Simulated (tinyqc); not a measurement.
Worked calculation: spin coating of a resist or spin-on film: centrifugal thinning, evaporation and the final thickness (Emslie and Meyerhofer models). Computed by tinyqc, a small Python program that keeps every step. Command: `OMP_NUM_THREADS=1 python tinyqc.py 3111686 3111687 out.jsonl spincoat walk`. One thread of a shared host (Intel(R) Xeon(R) Processor @ 2.30GHz), about 0.08 s of CPU time with the checks. Intermediate numbers are printed to about 6 digits and carried at full precision; extremes and crossings named in words are read from the listed rows.

A Newtonian film stays uniform over the wafer; solvent and solids have the same density and the concentration is uniform through the thickness.

Inputs (values chosen for the exercise, of the order of those of a polymer resist in an ester solvent): solids volume fraction c0 = 0.25; kinematic viscosity of the solvent nu_s = 1 mm^2/s; viscosity constant k = 1400 mm^2/s; viscosity exponent gamma = 2.6; spin speed f = 2500 rpm; evaporation rate at 1000 rpm e0 = 0.089 micrometre/s; starting thickness h0 = 500 micrometre; time t = 1.2 s; wafer radius R = 50 mm; shrinkage in the bake = 0.13 %.

## Rates

omega = 2 pi f/60; nu(c) = nu_s + k c^gamma; evaporation rate e = e0 sqrt(f/1000 rpm). Flow constant K = 2 omega^2/(3 nu(c0)); Reynolds number of the air omega R^2/nu_air with nu_air = 15 mm^2/s.

omega = 261.799 1/s

nu(c0) = 39.0866 mm^2/s

evaporation rate e = 0.140721 micrometre/s

flow constant K = 0.00116901 1/(micrometre^2 s)

Reynolds number of the air = 43633.2

## Thinning without evaporation

dh/dt = -K h^3 gives h = h0/sqrt(1 + 2 K h0^2 t); for long times h = 1/sqrt(2 K t).

h(t) without evaporation = 18.8658 micrometre

long-time form = 18.8793 micrometre

time 1/(2 K h0^2) = 0.00171085 s

The long-time form is within 0.071 %: the starting thickness is forgotten.

## The two-stage estimate

Meyerhofer estimate: flow rules until (1 - c0) K h^3 = e, then evaporation alone: h_w = (e/((1 - c0) K))^(1/3), dry film c0 h_w.

wet thickness h_w = 5.43451 micrometre

dry film, estimate = 1358.63 nm

drying time (1 - c0) h_w/e = 28.9642 s

## First explicit step of the full model

Solids s and liquid l per area start at s = c0 h0, l = (1 - c0) h0. With h = h0 and c = c0: Q = K h^3, K = 2 omega^2/(3 nu); one Euler step of length dt = 0.01 h0/Q for s and l, ds/dt = -c Q, dl/dt = -(1 - c) Q - e.

Q = 146126 micrometre/s

dt = 3.42170e-05 s

s = 123.75 micrometre

l = 371.250 micrometre

Q/e at the start = 1.03841e+06

## The full model

Full model for solids s and liquid l per area, h = s + l, c = s/h: ds/dt = -c Q, dl/dt = -(1 - c) Q - e, Q = 2 omega^2 h^3/(3 nu(c)); integrated adaptively (relative tolerance 1e-9) until l = 0. Dry film = s at l = 0, before the bake; film after the bake = s x (1 - shrinkage).

time to dry = 37.5261 s

dry film = 1515.96 nm

film after the bake = 1513.99 nm

## Course in time

Times are fractions of the time to dry.

History:
```
fraction        t (s)  h (micrometre)         c  nu (mm^2/s)          Q/e   s (nm)
0.003     1.12578e-01         61.1739  0.250044       39.104  1.90092e+03  15296.1
0.010     3.75261e-01         33.6805  0.250263       39.191  3.16547e+02   8429.0
0.030     1.12578e+00         19.4667  0.251362       39.628  6.04447e+01   4893.2
0.100     3.75261e+00         10.6353  0.258402       42.505  9.18957e+00   2748.2
0.200     7.50522e+00          7.4516  0.274596       49.611  2.70809e+00   2046.2
0.350     1.31341e+01          5.4660  0.311463       68.450  7.74669e-01   1702.5
0.500     1.87631e+01          4.3067  0.366973      104.318  2.48633e-01   1580.4
0.700     2.62683e+01          3.1210  0.489537      219.560  4.49574e-02   1527.8
0.900     3.37735e+01          2.0452  0.741698      644.753  4.30812e-03   1516.9
```

Q/e drops below 1 between t = 7.5 and 13 s, when c has risen from 0.25 to about 0.311; after that row the solids fall by a further 11 %. The full model gives 1.12 times the two-stage estimate.

## Spin curve

The formulas are those given above.

Dry film against speed:
```
f (rpm)  full model (nm)  estimate (nm)  time to dry (s)
500              3389.77        3037.98          187.596
1000             2396.94        2148.18           93.809
1500             1957.09        1753.98           62.542
2000             1694.89        1518.99           46.907
3000             1383.88        1240.25           31.272
4000             1198.47        1074.09           23.454
6000              978.55         876.99           15.636
```

The full thickness goes as f^-0.500; the estimate as (e/omega^2)^(1/3) = f^(-1/2). The time to dry goes as f^-1.00. A thickness window of 1 % allows a speed error of about 2 %.

Checks made by the program: constant-viscosity run against c0 h0 exp(-int K h^2 dt) (relative difference 1e-05).
